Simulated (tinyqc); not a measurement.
## MOS capacitor on a p-type substrate, surface potential from the exact charge relation: effect of the temperature on threshold and swing

Uniform p-type substrate, Boltzmann statistics, full ionisation, classical densities. psi is the surface potential against the body (positive when the bands bend down) and u = psi/Vt. Traps are spread evenly over the gap and neutral at flat band, so their charge is -q Dit psi; the minority quasi-Fermi level is shifted by Vb.

Nc and Nv are given at 325 K and scale as (T/325 K)^1.5; Eg is held fixed. ni = sqrt(Nc Nv) exp(-Eg/(2 Vt)), Eg in volts; phiF = Vt ln(N/ni); Cox = eps0 eox/tox; Vfb = phiM - chi - (Eg - Vt ln(Nv/N)) - q Nf/Cox; VT = Vfb + [(2 phiF + Vb)(1 + q Dit/Cox) + sqrt(2 eps0 eps_r q N (2 phiF + Vb))/Cox]. gamma = sqrt(2 eps0 eps_r q N)/Cox; Wm = sqrt(2 eps0 eps_r (2 phiF + Vb)/(q N)); m = 1 + (eps0 eps_r/Wm + q Dit)/Cox; swing m Vt ln 10; Cmin/Cox = 1/(1 + Cox Wm/(eps0 eps_r)).

Inputs (values chosen for the exercise); band and dielectric values those of a made-up semiconductor:

| symbol | value | unit | meaning |
|---|---|---|---|
| Eg | 1.11 | eV | band gap |
| eps_r | 10.9 |  | relative permittivity |
| Nc | 4.08e19 | cm^-3 | conduction-band density of states at the reference temperature |
| Nv | 2.42e19 | cm^-3 | valence-band density of states at the reference temperature |
| chi | 4.35 | eV | electron affinity |
| N | 4.3e15 | cm^-3 | acceptor density of the substrate |
| eox | 3.9 |  | relative permittivity of the gate insulator (close to silicon dioxide) |
| tox | 23 | nm | insulator thickness |
| phiM | 4.6 | eV | gate work function |
| Nf | 0 | cm^-2 | fixed charge at the interface, in units of q |
| Dit | 1.2e11 | cm^-2 eV^-1 | density of interface traps |
| Vb | 0 | V | reverse bias of the inversion layer against the body |

Constants: q = 1.602176634e-19 C, kB = 1.380649e-23 J/K, Vt = kB T/q, eps0 = 8.8541878128e-14 F/cm where lengths are in cm. Results are converted to the units shown.

The same in every row: gamma (V^0.5) = 0.24289.

Result of one run:
```
Vfb (V)   2 phiF (V)   VT (V)  Wm (nm)       m  swing (mV/decade)  Cmin/Cox
-0.69081     0.76082  0.37929   461.69  1.2673             60.350   0.12222
```

Which temperature T gave this result: 200, 240, 360 or 400 K?

T = 240 K.

The whole series:
```
T (K)   Vfb (V)  2 phiF (V)   VT (V)  Wm (nm)       m  swing (mV/decade)  Cmin/Cox
200    -0.72372     0.82844  0.43188   481.77  1.2615             50.061   0.11772
240    -0.69081     0.76082  0.37929   461.69  1.2673             60.350   0.12222
280    -0.65703     0.69146  0.32495   440.15  1.2741             70.787   0.12744
320    -0.62251     0.62062  0.26893   416.99  1.2822             81.414   0.13357
360    -0.58735     0.54849  0.21126   392.01  1.2920             92.293   0.14088
400    -0.55160     0.47520  0.15189   364.88  1.3042             103.51   0.14978
```

As T goes from 200 to 400, VT falls from 0.432 to 0.152 V, the swing rises from 50.1 to 104 mV/decade and Cmin/Cox rises from 0.118 to 0.150. Of the change of VT by -0.280 V, 0.172 V comes from Vfb and -0.452 V from the band bending and the charge it takes. VT changes by -1.40 mV/K on average.

Program tinyqc, `OMP_NUM_THREADS=1 python tinyqc.py 2060174 2060175 out.jsonl`; Intel Xeon 2.30GHz, shared host, one thread, about 0.01 s.
